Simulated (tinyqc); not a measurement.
Metal-induced gap states at the contact of a metal chain and a two-band chain: one step. Pinning factor.

Constants: e^2/(4 pi eps0) = 14.39964547 eV angstrom.

Inputs chosen for the exercise (out of a larger set: gap and optical dielectric constant near those of SiO2; the chain itself is a model; not measured data): a = 3.1 angstrom (period (two sites); one chain for each area a^2); eps = 2.3 (dielectric constant).

Ds, the density per spin summed over the semiconductor = 0.0113811 1/eV
xi, the decay length of the density = 0.84303 angstrom

Question. Gap states per area N = 2 Ds/a^2 (two spins). Charge in them sits a distance xi from the metal, so S = 1/(1 + 4 pi e^2 N xi/eps), e^2 meaning e^2/(4 pi eps0); S is the change of the barrier per change of the metal work function.

Give: N; 4 pi e^2 N xi/eps; S.

Answer.

N = 2.369e+13 1/(eV cm^2)
4 pi e^2 N xi/eps = 0.1571
S = 0.8642

Weak pinning, nearer the Schottky limit S = 1.

tinyqc: `OMP_NUM_THREADS=1 python tinyqc.py 1482854 1482855 out.jsonl`; about 0.01 s, one thread, shared Intel(R) Xeon(R) Processor @ 2.30GHz.
